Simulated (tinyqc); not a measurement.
# Undoped symmetric double-gate MOSFET, analytic potential model: two studies

An undoped body of thickness ts between two equal insulators and tied gates; long channel, electrons only, n = ni exp((psi - V)/Vt) with V the quasi-Fermi potential (0 at the source, Vd at the drain), constant mobility, no quantisation. Across the body psi(x) = V - 2 Vt ln[(ts/(2 beta)) sqrt(q ni/(2 eps0 eps_r Vt)) cos(2 beta x/ts)], x from the centre. Q is the electron charge per area of the whole body.

Inputs (values chosen for the exercise); material values close to those of germanium:
- T = 250 K (temperature)
- Eg = 0.651 eV (band gap)
- eps_r = 15.9 (relative permittivity of the semiconductor)
- Nc = 7.84e18 cm^-3 (conduction-band density of states at T)
- Nv = 4.59e18 cm^-3 (valence-band density of states at T)
- eox = 7.7 (relative permittivity of the gate insulator)
- tox = 3.7 nm (insulator thickness)
- ts = 10 nm (body thickness)
- dphi = -0.02 V (gate work function less that of the intrinsic body)
- mu = 560 cm^2/(V s) (channel mobility)
- L = 1 um (gate length)
- Vd = 0.5 V (drain voltage)

Constants: q = 1.602176634e-19 C, kB = 1.380649e-23 J/K, Vt = kB T/q, eps0 = 8.8541878128e-14 F/cm where lengths are in cm. Results are converted to the units shown.

Each table varies one quantity; the others keep the values above.

## Transfer curve and volume inversion

ni = sqrt(Nc Nv) exp(-Eg/(2 Vt)), Eg in volts; r = eps_r tox/(eox ts); V0 = dphi + 2 Vt ln[(2/ts) sqrt(2 eps0 eps_r Vt/(q ni))]. beta (between 0 and pi/2) solves (Vg - V0 - V)/(2 Vt) = ln(beta) - ln(cos beta) + 2 r beta tan(beta). Q = 8 eps0 eps_r Vt beta tan(beta)/ts; I = mu (1/L)(4 eps0 eps_r/ts)(2 Vt)^2 [g(beta_s) - g(beta_d)] per width, g = beta tan(beta) - beta^2/2 + r beta^2 tan^2(beta), with beta_s at V = 0 and beta_d at V = Vd. The drop is psi(surface) - psi(centre) at the source end; C = dQs/dVg, Cg = 2 eps0 eox/tox; gm = dI/dVg.

Results:
```
Vg (V)  Qs (nC/cm^2)  drop (mV)       C/Cg  I (uA/um)  gm/I (1/V)
-0.02      2.6362e-4  2.3407e-5  3.3205e-6  3.1804e-6      46.418
0.13         0.27733   0.024620  0.0034784  0.0033529      46.320
0.28          83.252     6.9886    0.46634     1.6360      28.497
0.43          448.30     30.290    0.77366     22.841      10.991
0.58          903.66     49.415    0.86100     79.292      6.3819
0.73          1392.1     63.771    0.90172     175.26      4.3809
0.88          1897.4     74.967    0.92473     301.38      2.9486
1.18          2935.1     91.670    0.94932     580.28      1.6485
```

Estimate the missing row, Vg = 1.03 V.

Computed row:
```
Vg (V)  Qs (nC/cm^2)  drop (mV)     C/Cg  I (uA/um)  gm/I (1/V)
1.03          2412.9     84.056  0.93932     438.41      2.1281
```

With this row back in the table: The current rises from 3.18e-6 to 580 uA/um. In the first row gm/I is 46.4 1/V, within 0.01 % of 1/Vt: with no depletion charge the whole body follows the gate, and the swing is ideal. The drop between surface and centre goes from 2.3e-5 to 91.7 mV and passes Vt at Vg = 0.43 V among the rows; below that the density varies across the body by less than a factor of e (volume inversion). C reaches 0.95 of Cg in the last row. For Vg = 0.43 to 1.18 V the surface density at the source passes 0.3 Nc, where Boltzmann statistics fail.

## Effect of the insulator thickness

Q = 8 eps0 eps_r Vt beta tan(beta)/ts; I = mu (1/L)(4 eps0 eps_r/ts)(2 Vt)^2 [g(beta_s) - g(beta_d)] per width, g = beta tan(beta) - beta^2/2 + r beta^2 tan^2(beta), with beta_s at V = 0 and beta_d at V = Vd.  I(low) is taken at Vg = 0.03 V, Qs and I(high) at Vg = 0.78 V.

The same in every row: V0 (V) = 0.2758.

Effect of the insulator thickness:
```
tox (nm)  I(low) (nA/um)  Qs(high) (nC/cm^2)  I(high) (uA/um)
1.2              0.03239                4317            554.9
1.8              0.03239                2996            396.0
2.6              0.03239                2148            290.6
3.7              0.03239                1559            215.2
5.3              0.03239                1123            158.0
7.7              0.03239               797.1            114.1
11               0.03239               573.5            83.36
```

What does the comparison show?

As tox goes from 1.2 to 11 nm, I(low) stays near 0.0324 nA/um and I(high) falls from 555 to 83.4 uA/um. On average I(low) is independent of tox and I(high) goes as tox^(-0.86). Below threshold no voltage drops over the insulator in this long-channel model, so its thickness does not matter there. In every row the surface density at the source at the higher gate voltage passes 0.3 Nc, where Boltzmann statistics fail.

tinyqc, about 0.03 s, one thread, Intel Xeon 2.30GHz (shared host): `OMP_NUM_THREADS=1 python tinyqc.py 2440169 2440170 out.jsonl`
